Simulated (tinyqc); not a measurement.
Quasi-harmonic thermal expansion with mode Grueneisen parameters: one step, computed by the program tinyqc. Command: `OMP_NUM_THREADS=1 python tinyqc.py 3008127 3008128 out.jsonl qha walk`. One thread of a shared host (Intel(R) Xeon(R) Processor @ 2.30GHz), about 0.03 s of CPU time with the checks.

A crystal with two atoms a cell; per atom there are 1 transverse acoustic (TA), 1/2 longitudinal acoustic (LA) and 3/2 optical (O) modes. Every frequency of group i scales as nu_i (V/V0)^(-gamma_i). The acoustic groups have Debye spectra, density 3 nu^2/nu_i^3 up to nu_i (40 Gauss-Legendre points); the optical group has one frequency. Static energy: E = (9 V0 B0/16) [y^3 B' + y^2 (2 - 4 y)], y = (V0/V)^(2/3) - 1, with pressure P_s = (3 B0/2) (z^7 - z^5) [1 + (3/4)(B' - 4)(z^2 - 1)], z = (V0/V)^(1/3).

Question. Grueneisen's estimate. gamma_th = sum gamma_i C_i / sum C_i; volume expansion coefficient alpha_V = gamma_th C k_B/(B0 V0); linear coefficient alpha_V/3; first-order volume change P_ph/B0.

Inputs (values chosen for the exercise, modelled on magnesium oxide): static volume V0 = 9.34 angstrom^3/atom; static bulk modulus B0 = 161 GPa; temperature T = 200 K.

Acoustic groups: Debye.

Groups:

| group | h nu_i/(k_B T) | U_i (meV) | C_i (k_B) | gamma_i C_i (k_B) |
|---|---|---|---|---|
| TA | 1.970089 | 20.43502 | 0.8299388 | 1.161914 |
| LA | 2.999527 | 12.13719 | 0.3314184 | 0.4971276 |
| O | 3.623429 | 49.40522 | 0.5548737 | 0.9432854 |

phonon pressure at V0 = 2.243797 GPa

Constants: k_B = 8.617333262e-05 eV/K; 1 eV/angstrom^3 = 160.2176634 GPa.

Give: heat capacity C at V0; gamma_th at V0; linear expansion, Grueneisen estimate; first-order volume change.

Answer.

heat capacity C at V0 = 1.7162 k_B/atom

gamma_th at V0 = 1.5163

linear expansion, Grueneisen estimate = 7.9644 ppm/K

first-order volume change = 1.3937 %
